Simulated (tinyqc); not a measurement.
Gap and mass from two generation rates.

Problem. In the two-band model the band-to-band tunnelling rate in a uniform field is G = A F^2 exp(-B/F), with B = pi sqrt(m/C) Eg^1.5/4 (V/nm), A = 1e21 (2 q/h) m Eg/(16 pi C B) for G in cm^-3 s^-1 and F in V/nm, C = hbar^2/(2 m0). Find B, A, Eg and m.

Constants: q = 1.602176634e-19 C, hbar = 1.054571817e-34 J s, h = 6.62607015e-34 J s, m0 = 9.1093837015e-31 kg, hbar^2/(2 m0) = 0.0380998212 eV nm^2. Results are converted to the units shown.

G at F = 0.03 and 0.066 V/nm (cm^-3 s^-1): 2.4440448e23  1.9668902e28

Answer. The slope of ln(G/F^2) against 1/F is -B and the intercept gives A. The product A B fixes m Eg, and B = (pi/4) Eg sqrt(m Eg/C) then gives Eg.

B = 0.535 V/nm
A = 1.49e34 cm^-3 s^-1 (V/nm)^-2
Eg = 0.749 eV
m = 0.0420 m0

Program tinyqc, `OMP_NUM_THREADS=1 python tinyqc.py 2620118 2620119 out.jsonl`; Intel Xeon 2.30GHz, shared host, one thread, about 0.02 s.
